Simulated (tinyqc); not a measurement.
Drifting, spreading and decaying minority pulse (Haynes-Shockley), Crank-Nicolson time steps: two steps of the calculation.

Low injection in a uniform field: dn/dt = D d2n/dx2 - v dn/dx - n/tau with D = mu Vt and v = mu F towards +x. Exact solution on an infinite bar for a Gaussian start at x0: n = N0 exp(-t/tau) exp(-(x - x0 - v t)^2/(2 s^2))/sqrt(2 pi s^2), s^2 = s0^2 + 2 D t.

Inputs (values chosen for the exercise); mobility close to that of indium phosphide at room temperature:
- T = 300 K (temperature)
- mu = 203 cm^2/(V s) (minority-carrier mobility)
- F = 7 V/cm (sweep field along the drift)
- hx = 71 um (mesh step)
- tau = 0.00018 s (lifetime)
- dt = 7.2e-6 s (time step)

Constants: q = 1.602176634e-19 C, kB = 1.380649e-23 J/K, Vt = kB T/q. Results are converted to the units shown.

Task 1. Coefficients of the scheme. Exponentially fitted fluxes: d = F hx/Vt, B(d) = d/(exp(d) - 1), k = D dt/hx^2; (L n)_i = a n_(i-1) + b n_i + c n_(i+1) with a = k B(-d), c = k B(d), b = -a - c - dt/tau. Explicit steps keep n positive for dt up to 1/[(D/hx^2)(B(d) + B(-d)) + 1/tau].

Wanted: D; v; d; a; b; c; positivity limit of dt.

Result 1.

D = 5.2480 cm^2/s
v = 1421.0 cm/s
d = 1.9225
a = 1.6879
b = -1.9747
c = 0.24684
positivity limit of dt = 3.6461e-6 s

Task 2. Densities after a time step. (L n)_i = a n_(i-1) + b n_i + c n_(i+1), n = 0 beyond the ends. Crank-Nicolson step: solve n(new) - L n(new)/2 = n + L n/2.

a = 1.6878515
b = -1.9746889
c = 0.24683741

| node | n at t = 1 dt (1e11 cm^-3) |
|---|---|
| 1 | 0.1102868 |
| 2 | 0.4493002 |
| 3 | 1.1771745 |
| 4 | 2.2951020 |
| 5 | 3.1134320 |
| 6 | 2.8338349 |
| 7 | 1.8151999 |
| 8 | 0.9165189 |
| 9 | 0.4034996 |

Give: n at t = 2 dt.

Result 2.

| node | n at t = 2 dt (1e11 cm^-3) |
|---|---|
| 1 | 0.039 |
| 2 | 0.169 |
| 3 | 0.476 |
| 4 | 1.018 |
| 5 | 1.748 |
| 6 | 2.343 |
| 7 | 2.384 |
| 8 | 1.888 |
| 9 | 1.194 |

Numbers from tinyqc (`OMP_NUM_THREADS=1 python tinyqc.py 2310026 2310027 out.jsonl`; about 0.01 s on one thread of a shared Intel Xeon 2.30GHz).
